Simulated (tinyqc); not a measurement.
Inside a calculation. Method: inverse iteration on a symmetric matrix. Computed by tinyqc, a small Python program that keeps every step. Settings: method = inverse, shift = 1.09. Command: `OMP_NUM_THREADS=1 python tinyqc.py 29547 29548 out.jsonl` (the two numbers bound the seeds that draw the settings). One thread of a shared host (Intel(R) Xeon(R) Processor @ 2.60GHz), about 0.01 s of CPU time with the checks.

## Step 1

A:
```
           1          2          3          4         5
1   0.928000  -0.204000   0.164000   0.444000  0.159000
2  -0.204000   1.745000  -0.888000  -0.683000  0.263000
3   0.164000  -0.888000   2.161000  -0.476000  0.036000
4   0.444000  -0.683000  -0.476000   3.572000  0.630000
5   0.159000   0.263000   0.036000   0.630000  3.621000
```

vector v at the start: 0.447214  0.447214  0.447214  0.447214  0.447214

shift = 1.090000

solve (A - shift) w = v; v' = w/|w| with its largest component positive (the first on a tie); lambda = v'^T A v'.

vector after step 1: 0.635612  0.644989  0.352345  0.120255  -0.203418

Rayleigh quotient after step 1 = 0.848679

## Step 2

As before.

vector after step 2: 0.750649  0.561138  0.314923  0.097324  -0.114021

Rayleigh quotient after step 2 = 0.843084

## Step 3

As before.

vector after step 3: 0.809490  0.510039  0.260217  0.064565  -0.112716

Rayleigh quotient after step 3 = 0.849085

## Course of the iteration

Stop when the residual |A v - lambda v| is below 1e-9.

Steps:

| step | lambda | residual |
|---|---|---|
| 1 | 0.84867941 | 2.51e-01 |
| 2 | 0.84308393 | 4.34e-02 |
| 3 | 0.84908480 | 2.44e-02 |
| 4 | 0.85163985 | 1.54e-02 |
| 5 | 0.85265782 | 9.65e-03 |
| 6 | 0.85305685 | 6.03e-03 |
| 7 | 0.85321232 | 3.76e-03 |
| 8 | 0.85327275 | 2.34e-03 |
| 9 | 0.85329622 | 1.46e-03 |
| 10 | 0.85330533 | 9.10e-04 |
| 11 | 0.85330887 | 5.67e-04 |
| 12 | 0.85331024 | 3.53e-04 |
| 13 | 0.85331077 | 2.20e-04 |
| 14 | 0.85331098 | 1.37e-04 |
| 15 | 0.85331106 | 8.54e-05 |
| 16 | 0.85331109 | 5.32e-05 |
| 17 | 0.85331110 | 3.31e-05 |
| 18 | 0.85331110 | 2.06e-05 |
| 19 | 0.85331111 | 1.29e-05 |
| 20 | 0.85331111 | 8.01e-06 |
| 21 | 0.85331111 | 4.99e-06 |
| 22 | 0.85331111 | 3.11e-06 |
| 23 | 0.85331111 | 1.94e-06 |
| 24 | 0.85331111 | 1.21e-06 |
| 25 | 0.85331111 | 7.52e-07 |
| 26 | 0.85331111 | 4.68e-07 |
| 27 | 0.85331111 | 2.92e-07 |
| 28 | 0.85331111 | 1.82e-07 |
| 29 | 0.85331111 | 1.13e-07 |
| 30 | 0.85331111 | 7.05e-08 |

all eigenvalues, for comparison: 0.710068  0.853311  2.839349  3.279331  4.344941

Not converged in 30 steps: the residual falls only by the ratio of the two smallest distances of eigenvalues from the shift, 0.62 a step.
